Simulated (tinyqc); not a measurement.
## Composition from the perpendicular lattice constant

Question. The layer is x parts of the first compound and 1 - x of the second, grown coherently on the third as substrate and barrier. Rows of the table: lattice constant a, average valence level Ea on an absolute scale, spin-orbit splitting so, gaps at Gamma, X and L, hydrostatic deformation potentials av and ac (Gamma), shear potential b, elastic constants, electron and heavy-hole (along z) masses. All are interpolated linearly in x; gaps get -C x (1 - x), taken wholly in the conduction band; real line-ups can differ from this model by 0.1 eV or more. In-plane strain e = (a_substrate - a)/a, e_z = -2 (c12/c11) e, volume change 2 e + e_z. X-ray diffraction gives a_z = a (1 + e_z) of the coherent layer. Find x, e and the relaxed Gamma gap.

Inputs (values chosen for the exercise): bowing of the Gamma gap CG = 0.477 eV; bowing of the X gap CX = 1.4 eV; bowing of the L gap CL = 0.33 eV.

Binary compounds, values chosen for the exercise:
```
	close to InAs	close to GaAs	close to InP
a (angstrom)	6.058	5.653	5.869
Ea (eV)	-6.67	-6.92	-7.04
so (eV)	0.377	0.344	0.111
EG (eV)	0.357	1.43	1.36
EX (eV)	1.36	1.89	2.18
EL (eV)	1.07	1.7	1.96
av (eV)	1	1.15	1.28
ac (eV)	-5.08	-7.22	-4.98
b (eV)	-1.8	-1.72	-1.71
c11 (GPa)	83.5	118	102
c12 (GPa)	45.7	53	56.1
me (m0)	0.0232	0.067	0.0805
mh (m0)	0.334	0.345	0.527
```

lattice constant along the growth direction = 5.72402937 angstrom

Solution. a_z changes steadily with x, about (1 + 2 c12/c11) times as fast as the relaxed lattice constant, so one composition matches.

x = 0.350
e = 1.28 %
relaxed Gamma gap = 0.946 eV

tinyqc, about 0.01 s, one thread, Intel Xeon 2.30GHz (shared host): `OMP_NUM_THREADS=1 python tinyqc.py 2690159 2690160 out.jsonl`
